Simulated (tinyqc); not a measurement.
What moves the Fermi level: Fermi-Dirac statistics of conduction electrons.

Non-parabolic band E (1 + alpha E) = c k^2/m: n = Nc (2/sqrt(pi)) integral_0^infinity sqrt(x (1 + a x)) (1 + 2 a x) dx/(1 + exp(x - eta)) with a = alpha kT and eta = (EF - Ec)/kT; a = 0 gives n = Nc F_1/2(eta).

Constants: hbar^2/2m0 = 3.80998211 eV angstrom^2; kB = 8.617333262e-05 eV/K.

Parameters, chosen for this exercise (near those of GaN, lowest valleys alone; the results hold for these values, not for the real material):

| symbol | value | unit | meaning |
|---|---|---|---|
| m | 0.2 | m0 | density-of-states mass of the conduction band |
| T | 400 | K |  |
| n | 9.3e+18 | 1/cm^3 | electron density |
| alpha | 0.19 | 1/eV | non-parabolicity |

N = 2 (m kB T/(4 pi c))^(3/2) with c = hbar^2/2m0, in 1/angstrom^3; times 1e24 for 1/cm^3.

One parameter was then changed.

Results before and after:

| case | parabolic EF - Ec (meV) | non-parabolic EF - Ec (meV) |
|---|---|---|
| base | 65.78 | 63.52 |
| changed | 65.78 | 62.44 |

Which of these changes was made? (a) alpha = 0.285 1/eV; (b) m = 0.22 m0; (c) n = 1.86e+19 1/cm^3; (d) T = 375 K.

Answer: (a) alpha = 0.285 1/eV. Of the candidates, run in turn, only this one gives the changed row.

All candidates:

| case | parabolic EF - Ec (meV) | non-parabolic EF - Ec (meV) |
|---|---|---|
| base | 65.78 | 63.52 |
| m = 0.22 m0 | 56.76 | 54.71 |
| T = 375 K | 67.70 | 65.57 |
| n = 1.86e+19 1/cm^3 | 119.35 | 115.31 |
| alpha = 0.285 1/eV | 65.78 | 62.44 |

Computed by tinyqc, a small Python program: `OMP_NUM_THREADS=1 python tinyqc.py 1650731 1650732 out.jsonl` (the numbers bound the seed that draws the inputs); one thread of a shared host (Intel(R) Xeon(R) Processor @ 2.30GHz), about 0.01 s for the whole set of steps.
